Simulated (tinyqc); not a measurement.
Metal-interlayer-semiconductor contact, depinning against tunnelling resistance: one step of the calculation.

Zero bias, n-type semiconductor. Gap states at the semiconductor surface thin out as exp(-be ti), which unpins the barrier; electrons must then cross the interlayer (a rectangular barrier, no voltage drop across it) and the parabolic depleted layer, both by WKB. Energies E are counted from the Fermi level; no image force, parabolic bands.

Problem. Exponents and integrand on an energy grid. With U = phiB - xi: for xi < E < phiB, y = (E - xi)/U and G1 = (U/E00) [sqrt(1 - y) - y ln((1 + sqrt(1 - y))/sqrt(y))], G1 = 0 above phiB; G2 = 2 ti sqrt(mi max(phiB + dE - E, 0)/C), C = hbar^2/(2 m0); f = 1/(1 + exp(E/Vt)); integrand exp(-G1 - G2) f.

Parameters, values chosen for the exercise; semiconductor values close to those of germanium; interlayer mass of the order of that in aluminium oxide, offset chosen freely:
- T = 300 K (temperature)
- ti = 0.5 nm (interlayer thickness)
- dE = 2.5 eV (conduction-band offset of the interlayer above the semiconductor)
- mi = 0.35 m0 (tunnelling mass in the interlayer)

Constants: q = 1.602176634e-19 C, kB = 1.380649e-23 J/K, hbar = 1.054571817e-34 J s, m0 = 9.1093837015e-31 kg, Vt = kB T/q, hbar^2/(2 m0) = 0.0380998212 eV nm^2. Results are converted to the units shown.

```
point,E (eV)
0,-0.1
1,-0.06833
2,-0.03667
3,-0.005
4,0.02667
5,0.05833
6,0.09
7,0.12167
8,0.15333
9,0.185
10,0.21667
11,0.24833
12,0.28
```

phiB = 0.29783123 eV
xi = -0.10931809 eV
E00 = 0.11283694 eV

Wanted: G1; G2; f; integrand.

Solution.

```
point,G1,G2,f,integrand (1e-4)
0,3.354,5.160,0.9795,1.966
1,2.763,5.131,0.9336,3.483
2,2.300,5.103,0.8051,4.906
3,1.908,5.074,0.5482,5.091
4,1.565,5.045,0.2628,3.538
5,1.262,5.017,0.09481,1.778
6,0.995,4.988,0.02985,0.753
7,0.759,4.958,0.008956,0.295
8,0.552,4.929,0.002649,0.110
9,0.373,4.899,7.795e-4,0.040
10,0.223,4.869,2.291e-4,0.014
11,0.105,4.839,6.733e-5,0.005
12,0.022,4.809,1.978e-5,0.002
```

Range of the model: The depletion charge would drop about 0.23 V across such an interlayer (eps_r near 9) at ti = 0.5 nm and Nd = 7.3e19 cm^-3, against a band bending of 0.41 V; this model leaves that drop out.

Computed by the program tinyqc: `OMP_NUM_THREADS=1 python tinyqc.py 2270030 2270031 out.jsonl`, one thread of a shared Intel Xeon 2.30GHz, about 0.02 s for the whole run.
